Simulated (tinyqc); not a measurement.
# Implanted layer, carriers, mobility and sheet resistance: effect of the background doping of the opposite type

An n-type layer from the surface x = 0 to the junction xj, N(x) = N0 exp(-(x - Rp)^2/(2 sg^2)). Local neutrality (no depletion at surface or junction, no spilling of carriers), intrinsic carriers neglected, full ionisation of active dopants.

xj = Rp + sg sqrt(2 ln(N0/Nb)). Active dopant A = min(N, Ns); n = A - Nb; mobility mu = m1 + (m2 (T/300 K)^(-bt) - m1)/(1 + ((A + Nb)/Nr)^am). Dose = integral of N, carrier sheet density = integral of n, 1/Rs = q integral of n mu, mean mobility 1/(q Rs sheet density), Hall mobility (unit Hall factor) = integral of n mu^2 over integral of n mu, Hall sheet density = (integral of n mu)^2/integral of n mu^2; all from 0 to xj. Integrals on 4000 steps.

Parameters, values chosen for the exercise; values close to those of nitrogen in 4H silicon carbide over a p-type background:
- T = 400 K (temperature)
- N0 = 1.6e18 cm^-3 (peak chemical concentration)
- m1 = 41.6 cm^2/(V s) (mobility limit at high doping)
- m2 = 939 cm^2/(V s) (mobility limit at low doping, at 300 K)
- Nr = 1.9e17 cm^-3 (reference doping of the mobility law)
- am = 0.587 (exponent of the mobility law)
- bt = 2.4 (temperature exponent of m2)
- Ns = 4.89e19 cm^-3 (solubility limit of active dopant)
- sg = 13 nm (straggle after annealing)
- Rp = 8.3 nm (projected range)

Constants: q = 1.602176634e-19 C. Results are converted to the units shown.

Result of one run:

| Nb (cm^-3) | xj (nm) | dose (cm^-2) | carriers (cm^-2) | Rs (ohm/square) | mean mobility (cm^2/(V s)) | Rs xj (ohm nm) | Hall/true sheet density |
|---|---|---|---|---|---|---|---|
| 6.8e16 | 40.97 | 3.819e12 | 3.540e12 | 1.189e4 | 148.3 | 4.871e5 | 0.9809 |

What becomes of these results when the background doping of the opposite type Nb is changed from 6.8e16 to 2.6e15 cm^-3, all else the same?

Result of the changed run:

| Nb (cm^-3) | xj (nm) | dose (cm^-2) | carriers (cm^-2) | Rs (ohm/square) | mean mobility (cm^2/(V s)) | Rs xj (ohm nm) | Hall/true sheet density |
|---|---|---|---|---|---|---|---|
| 2.6e15 | 54.89 | 3.849e12 | 3.835e12 | 1.051e4 | 154.9 | 5.768e5 | 0.9584 |

The whole series:

| Nb (cm^-3) | xj (nm) | dose (cm^-2) | carriers (cm^-2) | Rs (ohm/square) | mean mobility (cm^2/(V s)) | Rs xj (ohm nm) | Hall/true sheet density |
|---|---|---|---|---|---|---|---|
| 1e14 | 65.50 | 3.850e12 | 3.849e12 | 1.044e4 | 155.4 | 6.835e5 | 0.9552 |
| 3e14 | 62.16 | 3.850e12 | 3.848e12 | 1.044e4 | 155.3 | 6.491e5 | 0.9555 |
| 8.8e14 | 58.67 | 3.850e12 | 3.844e12 | 1.046e4 | 155.2 | 6.137e5 | 0.9564 |
| 2.6e15 | 54.89 | 3.849e12 | 3.835e12 | 1.051e4 | 154.9 | 5.768e5 | 0.9584 |
| 7.7e15 | 50.77 | 3.847e12 | 3.808e12 | 1.064e4 | 154.1 | 5.401e5 | 0.9626 |
| 2.3e16 | 46.17 | 3.841e12 | 3.734e12 | 1.098e4 | 152.2 | 5.069e5 | 0.9701 |
| 6.8e16 | 40.97 | 3.819e12 | 3.540e12 | 1.189e4 | 148.3 | 4.871e5 | 0.9809 |
| 2e17 | 34.81 | 3.742e12 | 3.046e12 | 1.456e4 | 140.8 | 5.067e5 | 0.9919 |

As Nb goes from 1e14 to 2e17, xj falls from 65.5 to 34.8 nm, Rs rises from 10400 to 14600 ohm/square, the mean mobility falls from 155 to 141 cm^2/(V s) and the share of the dose that conducts falls from 100 to 81.4 %. For Nb = 7.7e15, 2.3e16, 6.8e16, 2e17 depletion at the junction, left out, would remove a tenth of the carriers or more.

Program tinyqc, `OMP_NUM_THREADS=1 python tinyqc.py 2110009 2110010 out.jsonl`; Intel Xeon 2.30GHz, shared host, one thread, about 0.01 s.
